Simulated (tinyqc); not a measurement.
Inside a calculation. Method: Born-Oppenheimer dynamics on the unrestricted B3LYP (VWN-RPA form)/sto-6g surface (energies and gradients from PySCF), for H4, spin multiplicity 3. Computed by tinyqc, a small Python program that keeps every step (integrals from PySCF). Settings: charge = 0, multiplicity = 3, basis = sto-6g, functional = b3lyp, time step (fs) = 0.5, steps = 24. Command: `OMP_NUM_THREADS=1 python tinyqc.py 22968 22969 out.jsonl` (the two numbers bound the seeds that draw the settings). One thread of a shared host (Intel(R) Xeon(R) Processor @ 2.60GHz), about 20 s of CPU time with the checks.

positions (bohr):
```
          x        y        z
1H  -0.0302  -0.0057  -0.0340
2H  -0.1115   0.0094   1.6894
3H   0.0529   1.8482   0.0038
4H   0.0586   1.8859   1.5307
```

The total energy should stay constant up to terms of order dt^2; the step counts as short enough if it moves by less than 2 % of the largest kinetic energy.

Trajectory:
```
time (fs)  1H-2H (angstrom)  potential (hartree)  kinetic (hartree)  total (hartree)
0.0000               0.9130            -1.946985           0.000885        -1.946100
0.5000               0.9359            -1.956980           0.010459        -1.946521
1.0000               0.9904            -1.980303           0.032997        -1.947306
1.5000               1.0695            -2.004796           0.057036        -1.947760
2.0000               1.1648            -2.022230           0.074441        -1.947788
2.5000               1.2693            -2.030614           0.083006        -1.947608
3.0000               1.3780            -2.031537           0.084146        -1.947391
3.5000               1.4877            -2.027602           0.080397        -1.947205
4.0000               1.5969            -2.021265           0.074206        -1.947059
4.5000               1.7046            -2.014556           0.067610        -1.946946
5.0000               1.8110            -2.009106           0.062243        -1.946863
5.5000               1.9162            -2.006165           0.059350        -1.946816
6.0000               2.0208            -2.006533           0.059734        -1.946800
6.5000               2.1252            -2.010613           0.063828        -1.946786
7.0000               2.2296            -2.018753           0.072003        -1.946750
7.5000               2.3345            -2.031587           0.084892        -1.946695
8.0000               2.4399            -2.050000           0.103303        -1.946696
8.5000               2.5460            -2.074075           0.127118        -1.946957
9.0000               2.6531            -2.100154           0.152258        -1.947896
9.5000               2.7613            -2.115124           0.165201        -1.949923
10.0000              2.8705            -2.095396           0.145534        -1.949862
10.5000              2.9807            -2.059825           0.117725        -1.942100
11.0000              3.0916            -2.088527           0.139725        -1.948802
11.5000              3.2032            -2.116924           0.166511        -1.950413
12.0000              3.3152            -2.107084           0.158749        -1.948334
```

Is the time step short enough?

No. The total energy moves within 8.3e-03 hartree; that is over 2 % of the largest kinetic energy, so the time step is too long.
